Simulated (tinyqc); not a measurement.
Slope factor and drain-induced lowering from three currents.

Problem. With source and body at 0 V, I = A exp((Vg + dd Vd)/(nf Vt)) (1 - exp(-Vd/Vt)). Find nf, the swing nf Vt ln 10 and dd.

Parameters, values chosen for the exercise:
- T = 398 K (temperature)

Constants: q = 1.602176634e-19 C, kB = 1.380649e-23 J/K, Vt = kB T/q. Results are converted to the units shown.

currents at (Vg, Vd) = (0, 0.05), (0, 1.1) and (0.11, 1.1) V (nA/um): [0.55466330, 7.6180790, 118.13030]

Solution. The pair at equal Vd gives nf; the pair at equal Vg, after dividing out the factors 1 - exp(-Vd/Vt), gives dd.

nf = 1.170
swing = 92.40 mV/decade
dd = 0.09000

Computed by the program tinyqc: `OMP_NUM_THREADS=1 python tinyqc.py 2242117 2242118 out.jsonl`, one thread of a shared Intel Xeon 2.30GHz, about 0.04 s for the whole run.
